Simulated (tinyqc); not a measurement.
## Trap density from two Hall measurements

Question. p-type body, charge-sheet picture, full ionisation (an idealisation for deep acceptors), Boltzmann statistics for free electrons. e = Ec - EF at the surface. psi = Eg - Vt ln(Nv/Na) - e; N_dep = sqrt(2 eps0 eps_r Na (psi - Vt)/q); n_f = sqrt(N_dep^2 + 2 eps0 eps_r Vt Nc exp(-e/Vt)/q) - N_dep; Vg = Vfb + psi + q (N_dep + n_t + n_f)/Cox, Cox = eps0 eox/tox. Find e and n_t at both points and the mean trap density between them.

Inputs (values chosen for the exercise); band and dielectric values close to those of gallium nitride:
```
symbol    value   unit                                   meaning
T           475      K                               temperature
Eg         3.34     eV                                  band gap
eps_r      9.58                            relative permittivity
Nc      4.62e18  cm^-3    conduction-band density of states at T
Nv      9.28e19  cm^-3       valence-band density of states at T
eox         3.9           relative permittivity of the insulator
tox          71     nm                       insulator thickness
Na         4e16  cm^-3                          acceptor density
Vfb       -2.77      V  flat-band voltage without trapped charge
```

Constants: q = 1.602176634e-19 C, kB = 1.380649e-23 J/K, Vt = kB T/q, eps0 = 8.8541878128e-14 F/cm where lengths are in cm. Results are converted to the units shown.

Vg (V): 5.0939216  6.9579343
free sheet density from the Hall effect (cm^-2): 1.6243810e9  1.0985341e10

Answer. Each n_f fixes e; what the gate voltage holds beyond psi, N_dep and n_f is trapped; the difference quotient is the density, smeared over a few Vt.

e (eV): 0.260  0.181
n_t (cm^-2): 4.73e11  9.90e11
mean trap density = 6.54e12 cm^-2 eV^-1

Program tinyqc, `OMP_NUM_THREADS=1 python tinyqc.py 2222079 2222080 out.jsonl`; Intel Xeon 2.30GHz, shared host, one thread, about 0.02 s.
